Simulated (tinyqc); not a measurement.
Inside a calculation. Model: long-channel MOSFET, surface-potential model.

Computed by the program tinyqc: `OMP_NUM_THREADS=1 python tinyqc.py 2360026 2360027 out.jsonl`, one thread of a shared Intel Xeon 2.30GHz, about 0.04 s for the whole run. Printed values are rounded.

n-channel transistor on a uniformly doped p-type body, gradual-channel approximation, constant mobility, Boltzmann statistics, full ionisation. Potentials are counted from the neutral body; V is the electron quasi-Fermi potential, Vsb at the source and Vsb + Vds at the drain. Charges are magnitudes per area.

Inputs (values chosen for the exercise); material values those of a made-up semiconductor:
- T = 293 K (temperature)
- Eg = 1.04 eV (band gap)
- eps_r = 15 (relative permittivity of the semiconductor)
- Nc = 2.52e19 cm^-3 (conduction-band density of states at T)
- Nv = 2.03e19 cm^-3 (valence-band density of states at T)
- Na = 3.1e17 cm^-3 (acceptor density of the body)
- eox = 24.7 (relative permittivity of the gate insulator)
- tox = 120 nm (insulator thickness)
- Vfb = -0.7 V (flat-band voltage)
- mu = 520 cm^2/(V s) (channel mobility)
- W = 5 um (gate width)
- L = 0.5 um (gate length)
- Vsb = 2 V (source-body reverse bias)
- Vgs = 4.19 V (gate-source voltage)
- Vds = 0.1 V (drain-source voltage)

Constants: q = 1.602176634e-19 C, kB = 1.380649e-23 J/K, Vt = kB T/q, eps0 = 8.8541878128e-14 F/cm where lengths are in cm. Results are converted to the units shown.

Range of the model: The surface electron density at the source passes 0.3 Nc, where degeneracy, left out here, matters.

## Body potential, insulator capacitance and body factor

ni = sqrt(Nc Nv) exp(-Eg/(2 Vt)), Eg in volts; phiF = Vt ln(Na/ni); Cox = eps0 eox/tox; gamma = sqrt(2 q eps0 eps_r Na)/Cox. VT = Vfb + 2 phiF + gamma sqrt(2 phiF + Vsb), m = 1 + gamma/(2 sqrt(2 phiF + Vsb)).

ni = 2.57118e10 cm^-3
phiF = 0.411685 V
Cox = 0.182249 uF/cm^2
gamma = 1.99300 V^0.5
VT = 3.47218 V
m = 1.59305

## Iteration 1: surface potential at the source by Newton steps

psi at the start (the smaller of 2 phiF + Vsb + 4 Vt and the root without inversion charge) = 2.92436 V

With V = Vsb: G = psi - Vt + Vt e, e = exp((psi - 2 phiF - Vsb)/Vt); f = Vgs + Vsb - Vfb - psi - gamma sqrt(G); f' = -1 - gamma (1 + e)/(2 sqrt(G)); psi(new) = psi - f/f'.

G = 4.27738 V
f = -0.156244 V
f' = -27.7834
psi after iteration 1 = 2.91874 V

## Iteration 2: surface potential at the source by Newton steps

As before.

G = 3.99656 V
f = -0.0130174 V
f' = -23.2755
psi after iteration 2 = 2.91818 V

## Course of the iteration: surface potential at the source by Newton steps

Stop when psi changes by less than 1e-10 V, or after 40 iterations.

Course of the iteration:
```
iteration  psi (V)  |change| (V)
1          2.91874       5.62e-3
2          2.91818       5.59e-4
3          2.91817       5.02e-6
4          2.91817      4.00e-10
5          2.91817             0
```

Converged in 5 iterations. At the end the number of correct digits about doubles with each step.

## Charges and current of the charge-sheet model

psi_0 = 2.91817 V
psi_L = 3.01073 V

psi_0 and psi_L solve Vgs + Vsb - Vfb - psi = gamma sqrt(G) at V = Vsb and Vsb + Vds. Qi = Cox gamma [sqrt(G) - sqrt(psi - Vt)], G = psi - Vt + Vt exp((psi - 2 phiF - V)/Vt), at both ends. With U = Vgs + Vsb - Vfb: drift = mu (W/L) Cox [U (psi_L - psi_0) - (psi_L^2 - psi_0^2)/2 - (2/3) gamma ((psi_L - Vt)^1.5 - (psi_0 - Vt)^1.5)]; diffusion = mu (W/L) Vt (Qi0 - QiL).

Qi0 = 106.072 nC/cm^2
QiL = 79.3999 nC/cm^2
drift current = 44.6260 uA
diffusion current = 3.50194 uA
drain current = 48.1279 uA

Drift carries 92.7 % of the current.

## Inversion charge along the channel

V, point 0 to 6 (V): 2  2.01667  2.03333  2.05  2.06667  2.08333  2.1

The surface potential psi at channel potential V solves Vgs + Vsb - Vfb - psi = gamma sqrt(G), G = psi - Vt + Vt exp((psi - 2 phiF - V)/Vt). Charge sheet: Qi = Cox gamma [sqrt(G) - sqrt(psi - Vt)]. Pao-Sah: Qi = (Cox gamma/2) integral from 3 Vt to psi of exp((u - 2 phiF - V)/Vt)/sqrt(G(u, V)) du.

```
point  psi (V)  Qi, charge sheet (nC/cm^2)  Qi, Pao-Sah (nC/cm^2)
0      2.91817                     106.072                106.523
1      2.93372                     101.580                102.009
2      2.94923                     97.1046                97.5137
3      2.96469                     92.6477                93.0367
4      2.98009                     88.2104                88.5795
5      2.99544                     83.7940                84.1433
6      3.01073                     79.3999                79.7297
```

At the source the charge-sheet charge is 0.42 % below the Pao-Sah one.

## Pao-Sah current by Simpson's rule

I = mu (W/L) integral of Qi dV; Simpson's rule on the 7 points, step Vds/6, weights 1, 4, 2, ..., 4, 1 times step/3.

Pao-Sah current = 48.3945 uA

Gauss-Legendre quadrature on many points gives 48.39 uA, so this value is within 0.01 % of it; the charge-sheet current, 48.13 uA, is 0.55 % below it.
